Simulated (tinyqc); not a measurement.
Bowing of the band edge from disorder: coherent potential approximation for a binary alloy with a semi-elliptic band.

Site levels eA = -x d (share 1 - x) and eB = (1 - x) d (share x), so that their mean, the virtual crystal, is 0. Pure band: G0(z) = 2 (z - sqrt(z - W) sqrt(z + W))/W^2 with principal roots, density -Im G/pi per site. The medium has a self-energy S(z), G = G0(z - S), z = E + i eta. t_i = (e_i - S)/(1 - (e_i - S) G); the CPA demands <t> = (1 - x) tA + x tB = 0. Iteration: start at S = 0, set S(new) = S + <t>/(1 + <t> G), stop when |<t>| < 1e-9 eV.

Values chosen for the exercise: W = 1.2 eV (half width of the pure band); d = 0.91 eV (eB - eA).

For eta = 0 the CPA reads G = (1 - x)/(y - eA) + x/(y - eB) with y = E - W^2 G/4; the lower edge is the maximum of E(y) = y + W^2 G(y)/4 for y < eA. The virtual crystal puts it at -W. Second order: -W - 2 x (1 - x) d^2/W, from S = x (1 - x) d^2 G0(-W), G0(-W) = -2/W.

Lower edge (eV):
```
x        edge  edge + W  second order  (edge + W)/(x (1 - x))
0.05  -1.2271   -0.0271       -0.0656                 -0.5715
0.10  -1.2537   -0.0537       -0.1242                 -0.5969
0.25  -1.3294   -0.1294       -0.2588                 -0.6903
0.40  -1.3976   -0.1976       -0.3312                 -0.8232
0.50  -1.4373   -0.2373       -0.3450                 -0.9493
0.60  -1.4708   -0.2708       -0.3312                 -1.1284
0.75  -1.5030   -0.3030       -0.2588                 -1.6158
0.90  -1.4894   -0.2894       -0.1242                 -3.2151
0.95  -1.4566   -0.2566       -0.0656                 -5.4027
```

second-order coefficient = -1.3802 eV

Disorder pushes the edge below the virtual crystal, most at x = 0.75 (-303 meV). The coefficient runs from -0.572 at x = 0.05 to -5.403 eV at 0.95, against -1.380 in second order, which is only a guide at d/W = 0.76: it depends strongly on x and is largest in size where the low-lying A atoms are dilute and act as attractive impurities. For d above W/2 they bind a level, and the ratio then measures that level rather than bowing.

Program tinyqc; command `OMP_NUM_THREADS=1 python tinyqc.py 1452093 1452094 out.jsonl`; about 0.01 s on one thread of a shared Intel(R) Xeon(R) Processor @ 2.30GHz.
